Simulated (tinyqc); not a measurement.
Changing the temperature T: Heisenberg spin cluster by exact diagonalisation: multiplets, susceptibility, level crossings. Computed by tinyqc, a small Python program. Command: `OMP_NUM_THREADS=1 python tinyqc.py 3022964 3022965 out.jsonl spincl sweep`. One thread of a shared host (Intel(R) Xeon(R) Processor @ 2.30GHz), about 0.02 s of CPU time with the checks.

H = J1 sum S_i.S_j over the bonds 1-2, 2-3, 3-4, 4-5, 5-6, 6-1 + J2 sum over 1-3, 2-4, 3-5, 4-6, 5-1, 6-2 - g mu_B B S_z; J > 0 is antiferromagnetic.

Inputs (values chosen for the exercise, for a model cluster):

| quantity | value | unit |
|---|---|---|
| exchange J1 | 1.51 | meV |
| exchange J2 | -1 | meV |
| g factor | 2.12 | - |
| field B | 3.3 | T |

Cluster: ring of six with second neighbours J2. Spin s of each site: 0.5.

Constants: k_B = 8.617333262e-05 eV/K; mu_B = 5.7883818060e-05 eV/T.

Method:
- Every multiplet has one member in the block S_z = 0; diagonalise it and read the total spin from <S^2> = S (S + 1).
- Z = sum k (2S + 1) exp(-E/(k_B T)) over the table, k the number of multiplets; <S^2> likewise with the factor S (S + 1); chi T = N_A g^2 mu_B^2 <S^2>/(3 k_B) = 0.125049 g^2 <S^2> cm^3 K/mol (cgs, per mole of clusters); C = (<E^2> - <E>^2)/(k_B T)^2; entropy = ln Z + <E>/(k_B T).
- Each multiplet splits as E - g mu_B B m; <S_z> is the Boltzmann mean. The first level crossing is at the smallest (E_S - E_0)/(g mu_B (S - S_0)) over higher spins (0 if the ground state has the highest spin).

One run for each value:

| temperature T (K) | chi T (cm^3 K/mol) | heat capacity (k_B) | entropy (k_B) | <S_z> |
|---|---|---|---|---|
| 2.3 | 0.0145 | 0.3764 | 0.0831 | 0.03183 |
| 3.7 | 0.1048 | 0.9807 | 0.4128 | 0.09670 |
| 6.1 | 0.3374 | 1.2852 | 0.9793 | 0.16259 |
| 10.0 | 0.7345 | 2.1207 | 1.8008 | 0.20820 |
| 17.0 | 1.3995 | 2.0297 | 2.9987 | 0.23018 |
| 27.0 | 1.9140 | 0.9876 | 3.6926 | 0.19752 |
| 45.0 | 2.2334 | 0.3359 | 4.0045 | 0.13825 |
| 73.0 | 2.3771 | 0.1161 | 4.1045 | 0.09073 |
| 120.0 | 2.4485 | 0.0398 | 4.1399 | 0.05686 |

What does the table show?

Over the rows, chi T (cm^3 K/mol) rises from 0.0145 to 2.45 (exponent d ln y / d ln x 4.2 between the first rows and 0.060 between the last); heat capacity (k_B) goes from 0.376 through a maximum among these rows, 2.12 at 10.0, to 0.0398; entropy (k_B) rises from 0.0831 to 4.14 (exponent d ln y / d ln x 3.4 between the first rows and 0.017 between the last).

Extremes, crossings and ranges named in words are read from the listed rows.
